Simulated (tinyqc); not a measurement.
Kinetics of strain relaxation and threading dislocations in mismatched semiconductor layers: one step, computed by the program tinyqc.

60-degree dislocations on {111} planes of a (001) layer, isotropic elasticity. The Schmid factor is 1/sqrt(6), and a misfit segment relieves strain with b/2.

Problem. Relaxation in the anneal. Excess resolved stress tau = (1/sqrt 6) [2 G (1 + nu)/(1 - nu)] (e - e_eq), e_eq = b (1 - nu/4) [ln(h/b) + 1]/(4 pi (1 + nu) h), the Matthews-Blakeslee strain of an uncapped layer; glide velocity v = v0 tau exp(-Q/(k_B T)), tau in MPa. Threads run in two directions, so de/dt = -(b/4) rho v, and they multiply as d rho/dt = delta rho v. With x = e - e_eq, x0 = f - e_eq (fully strained at t = 0) and v = m S x (m the mobility, S x = tau): rho = rho_0 + (4 delta/b)(x0 - x), so dx/dt = -k x (a - x), k = delta m S, a = x0 + b rho_0/(4 delta): a logistic law, x = a/[1 + (a/x0 - 1) exp(k a t)]. The half time is that at which x = x0/2.

Inputs (values chosen for the exercise, modelled on Si(0.7)Ge(0.3) on Si): misfit f = 0.0122; shear modulus G = 64.2 GPa; Poisson ratio nu = 0.27; Burgers vector b = 3.89 angstrom; anneal temperature T = 844 K; anneal time t = 59 s; initial thread density rho_0 = 28000 1/cm^2; multiplication constant delta = 12000 1/m.

Sources: multiplication.

mobility v/tau = 7.035977e-08 m/s per MPa

equilibrium strain e_eq = 8.602657e-04

Give: strain left e; share of the excess strain relieved; thread density; half time.

Solution.

strain left e = 8.603e-04

share of the excess strain relieved = 100 %

thread density = 1.400e+08 1/cm^2

half time = 9.753 s

The layer has reached its equilibrium strain. The misfit lines laid down are 0.017 micrometre apart. Caution: at stresses above about 1 GPa the linear velocity law understates glide, as stress lowers the kink barrier. Caution: blocking of threads by crossing misfit lines, left out here, leaves real layers with more strain.
